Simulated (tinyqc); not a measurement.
The three schemes as the step is halved: finite-difference solution of the diffusion equation on a small grid. Computed by tinyqc, a small Python program. Command: `OMP_NUM_THREADS=1 python tinyqc.py 3027055 3027056 out.jsonl fdiff walk`. One thread of a shared host (Intel(R) Xeon(R) Processor @ 2.30GHz), about 0.01 s of CPU time with the checks.

dC/dt = D d2C/dx2 on nodes x_j = j dx, j = 0..7; the far end is sealed.

Inputs (values chosen for the exercise): diffusivity D = 23 nm^2/s; grid spacing dx = 25 nm; time step dt = 8.4 s; final time t_f = 252 s.

Boundary at x = 0: sealed surface. Scheme: explicit.

start values C_j, j = 0, 1, ... (% of a reference): [33.4, 74.4, 100, 69.6, 13.7, 0.957, 0, 0]

Method:
- The operator M acts as (M C)_j = C_(j-1) - 2 C_j + C_(j+1); at the sealed far end a mirror node gives 2 C_(N-2) - 2 C_(N-1); at j = 0, a mirror node gives 2 C_1 - 2 C_0.
- r = D dt/dx^2.
- The mode of M with eigenvalue mu has its amplitude multiplied per step by g = (1 + (1 - theta) r mu)/(1 - theta r mu), with theta = 0 explicit, 1 implicit, 1/2 Crank-Nicolson; the explicit scheme is stable for r up to 2/|mu_min|.
- With r = D dt/dx^2: (1 - theta r M) C(new) = (1 + (1 - theta) r M) C(old); theta = 0 explicit, 1 implicit, 1/2 Crank-Nicolson.
- Each run reaches t_f in n equal steps; errors are the largest difference from exp(M D t_f/dx^2) C(0). A dash marks unstable explicit runs.

largest stable r of the explicit scheme = 0.5

Largest error at t_f (%):
```
steps n         r  explicit  implicit  Crank-Nicolson
4        2.318400         -    2.8750      1.6543e+00
8        1.159200         -    1.4954      6.2460e-02
16       0.579600         -    0.7601      1.5490e-02
32       0.289800   0.38890    0.3830      3.8742e-03
64       0.144900   0.19368    0.1922      9.6865e-04
128      0.072450   0.09665    0.0963      2.4217e-04
256      0.036225   0.04828    0.0482      6.0543e-05
```

What follows from these numbers?

From the last two rows, halving the step divides the error by 2.00 (explicit), 2.00 (implicit), 4.00 (Crank-Nicolson): a factor 2 marks first order in dt and 4 second order. The explicit scheme needs n of at least 19 to be stable; the other two are stable at any step.

Extremes, crossings and ranges named in words are read from the listed rows.
